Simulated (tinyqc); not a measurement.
# p-n heterojunction, non-linear Poisson equation by Newton steps, Fermi-Dirac statistics: what changes with what

One dimension, material 1 (p-type) at x < 0 and material 2 (n-type) at x > 0. Band edges: Ec = -psi in material 1 and -psi + dEc in material 2, Ev = Ec - Eg. Flat quasi-Fermi levels: 0 for holes, +V for electrons. n = Nc F((EFn - Ec)/Vt), p = Nv F((Ev - EFp)/Vt), with F(eta) = F_1/2(eta) = (2/sqrt(pi)) int_0^infinity sqrt(u) du/(1 + exp(u - eta)) (Fermi-Dirac statistics); full ionisation, no interface charge, classical densities; the doping types are chosen for the exercise.

Values chosen for this exercise; band and dielectric values close to those of InP and In0.53Ga0.47As:
```
symbol    value   unit                                          meaning
T           350      K                                      temperature
Eg1        1.33     eV                           band gap of material 1
er1        12.3                     relative permittivity of material 1
Nc1     7.17e17  cm^-3  conduction-band density of states of material 1
Nv1     1.41e19  cm^-3     valence-band density of states of material 1
Eg2       0.739     eV                           band gap of material 2
er2        13.7                     relative permittivity of material 2
Nc2     2.63e17  cm^-3  conduction-band density of states of material 2
Nv2     9.56e18  cm^-3     valence-band density of states of material 2
dEc       -0.26     eV                 conduction-band offset Ec2 - Ec1
N1       8.2e15  cm^-3                   acceptor density of material 1
N2       1.2e16  cm^-3                      donor density of material 2
V             0      V                    bias of side 1 against side 2
```

Constants: q = 1.602176634e-19 C, kB = 1.380649e-23 J/K, Vt = kB T/q, eps0 = 8.8541878128e-14 F/cm where lengths are in cm. Results are converted to the units shown.

Each table varies one quantity; the others keep the values above.

## Effect of the bias of side 1 against side 2

Exact first integral: on each side D^2/(2 eps0 er) = G, G = q [Vt (nI_j - nI_b) + Vt (pI_j - pI_b) - C (psi_j - psi_b)], with C = -N1 or +N2, b the neutral end of that side, and nI, pI the densities with F_1/2 replaced by F_3/2(eta) = (4/(3 sqrt(pi))) int_0^infinity u^(3/2) du/(1 + exp(u - eta)). D is continuous, so er1 G1(psi_j) = er2 G2(psi_j) fixes psi_j. Ends from Nv1 F((-psi_L - Eg1)/Vt) = N1 and Nc2 F((V + psi_R - dEc)/Vt) = N2. D is counted positive when psi rises towards material 2. Depletion (Anderson) capacitance C^2 = q eps0 er1 er2 N1 N2/(2 (er1 N1 + er2 N2)(psi_R - psi_L)). -dD/dV is the change of the displacement at the interface with both quasi-Fermi levels flat; it is the terminal capacitance only while neither side holds an inversion layer. n_j and p_j are densities at the interface.

Results:

| V (V) | psi_R - psi_L (V) | psi_j - psi_L (V) | psi_R - psi_j (V) | D/q (cm^-2) | n_j in 1 (cm^-3) | p_j in 2 (cm^-3) | -dD/dV (nF/cm^2) | depletion C (nF/cm^2) |
|---|---|---|---|---|---|---|---|---|
| 0.2 | 0.5527 | 0.3413 | 0.2114 | 1.862e11 | 5.426e9 | 3.948e15 | 24.68 | 28.32 |
| -0.71 | 1.463 | 0.8992 | 0.5635 | 3.112e11 | 4.607e4 | 3.665e7 | 17.78 | 17.41 |
| -1.17 | 1.923 | 1.184 | 0.7384 | 3.587e11 | 139.6 | 2877 | 15.43 | 15.19 |
| -1.63 | 2.383 | 1.469 | 0.9133 | 4.005e11 | 0.4230 | 0.2258 | 13.82 | 13.64 |
| -2.09 | 2.843 | 1.754 | 1.088 | 4.384e11 | 0.001282 | 1.772e-5 | 12.62 | 12.49 |
| -2.54 | 3.293 | 2.033 | 1.259 | 4.726e11 | 4.405e-6 | 1.709e-9 | 11.71 | 11.60 |
| -3 | 3.753 | 2.318 | 1.434 | 5.051e11 | 1.335e-8 | 1.341e-13 | 10.96 | 10.87 |

Estimate the missing row, V = -0.26 V.

Computed row:

| V (V) | psi_R - psi_L (V) | psi_j - psi_L (V) | psi_R - psi_j (V) | D/q (cm^-2) | n_j in 1 (cm^-3) | p_j in 2 (cm^-3) | -dD/dV (nF/cm^2) | depletion C (nF/cm^2) |
|---|---|---|---|---|---|---|---|---|
| -0.26 | 1.013 | 0.6203 | 0.3924 | 2.565e11 | 1.340e7 | 3.802e11 | 21.58 | 20.92 |

With this row back in the table: As V goes from 0.2 to -3, the total bending rises from 0.553 to 3.75 V and the sheet charge D/q rises from 1.86e11 to 5.05e11 cm^-2; the share of the bending in material 1 goes from 61.8 through a minimum of 61.2 (at V = -0.26 among the rows listed) to 61.8 %. The capacitance departs most from the depletion formula at V = 0.2, where it is 13 % below it.

## Effect of the donor density of material 2

Same model as above.

Effect of the donor density of material 2:

| N2 (cm^-3) | psi_R - psi_L (V) | psi_j - psi_L (V) | psi_R - psi_j (V) | D/q (cm^-2) | n_j in 1 (cm^-3) | p_j in 2 (cm^-3) | -dD/dV (nF/cm^2) | depletion C (nF/cm^2) |
|---|---|---|---|---|---|---|---|---|
| 6e14 | 0.6619 | 0.2648 | 0.3971 | 1.617e11 | 5.649e5 | 4.992e16 | 0.5725 | 9.025 |
| 1.4e15 | 0.6875 | 0.2709 | 0.4166 | 1.638e11 | 6.916e5 | 4.079e16 | 1.540 | 12.89 |
| 3.3e15 | 0.7134 | 0.2912 | 0.4222 | 1.706e11 | 1.356e6 | 2.081e16 | 5.489 | 17.62 |
| 7.8e15 | 0.7395 | 0.3816 | 0.3580 | 1.979e11 | 2.716e7 | 1.040e15 | 21.72 | 22.31 |
| 1.8e16 | 0.7652 | 0.5302 | 0.2350 | 2.361e11 | 3.747e9 | 7.540e12 | 26.83 | 25.76 |
| 4.3e16 | 0.7924 | 0.6548 | 0.1376 | 2.639e11 | 2.335e11 | 1.210e11 | 28.85 | 27.76 |
| 1e17 | 0.8202 | 0.7381 | 0.08204 | 2.809e11 | 3.703e12 | 7.629e9 | 29.44 | 28.50 |
| 2.4e17 | 0.8522 | 0.8009 | 0.05130 | 2.931e11 | 2.962e13 | 9.538e8 | 29.29 | 28.54 |

What does the table show?

As N2 goes from 6e14 to 2.4e17, the total bending rises from 0.662 to 0.852 V and the sheet charge D/q rises from 1.62e11 to 2.93e11 cm^-2; the share of the bending in material 1 goes from 40.0 through a minimum of 39.4 (at N2 = 1.4e15 among the rows listed) to 94.0 %. The capacitance departs most from the depletion formula at N2 = 6e14, where it is 94 % below it, and there the holes at the interface in material 2 outnumber its donors: an inversion layer has formed, which screens D from the bias.

tinyqc, about 0.2 s, one thread, Intel Xeon 2.30GHz (shared host): `OMP_NUM_THREADS=1 python tinyqc.py 2040160 2040161 out.jsonl`
